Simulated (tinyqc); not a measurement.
Mesh and choice of bands: charge neutrality level from zone-averaged pseudopotential bands.

Empirical pseudopotential on the fcc lattice, atoms at +/- tau, tau = a (1,1,1)/8, no spin-orbit coupling. H(G,G') = c (2 pi/a)^2 |k + G|^2 delta + VS(q) cos(q.tau) + i VA(q) sin(q.tau), q = G - G', c = hbar^2/2m0; k and G in units of 2 pi/a; VS at |q|^2 = 3, 8, 11 and VA at 3, 4, 11, in rydberg, zero elsewhere. At each k the basis holds all G with |k + G|^2 up to 16; energies are counted from the fourth level at Gamma.

Mesh: k = sum_i (n_i + 1/2)/N b_i, n_i = 0 ... N - 1, b = (-1,1,1), (1,-1,1), (1,1,-1); points with the same sorted |kx|, |ky|, |kz| after folding to the shortest k + G are joined, with their count as weight. Neutrality (branch-point) level: E_N = (1/2) mean over k of [E5 + (E3 + E4)/2], E_n the n-th level from below.

Constants: hbar^2/2m0 = 3.80998211 eV angstrom^2; Ry = 13.60569312 eV.

Values chosen for the exercise:
- a = 6.121 angstrom (lattice constant)
- VS = (-0.221, 0.001, 0.05) Ry (symmetric form factors)
- VA = (0.06, 0.05, 0.011) Ry (antisymmetric form factors)

E_N with E5 alone, and with (E5 + E6)/2 in its place.

Results:

| N | joined points | E_N (eV) | E_N, two conduction bands (eV) |
|---|---|---|---|
| 1 | 1 | 0.4499 | 1.2545 |
| 2 | 2 | 0.5876 | 1.1944 |
| 3 | 6 | 0.7558 | 1.0986 |
| 4 | 10 | 0.7336 | 1.1160 |
| 5 | 19 | 0.7427 | 1.1087 |

For scale, the lowest gap of this set is 0.76 eV. Against N = 5 the errors are -293, -155, +13 and -9 meV for N = 1 to 4 (N = 1 is the L point alone). Taking the second conduction band in moves E_N by +0.37 eV, more than the mesh error at N = 2: the definition, not the mesh, limits the estimate. Local form factors place the indirect gaps only to a few tenths of an eV, and E_N moves with them.

(tinyqc, `OMP_NUM_THREADS=1 python tinyqc.py 1881285 1881286 out.jsonl`, Intel(R) Xeon(R) Processor @ 2.30GHz, 1 thread, shared host, about 0.08 s.)
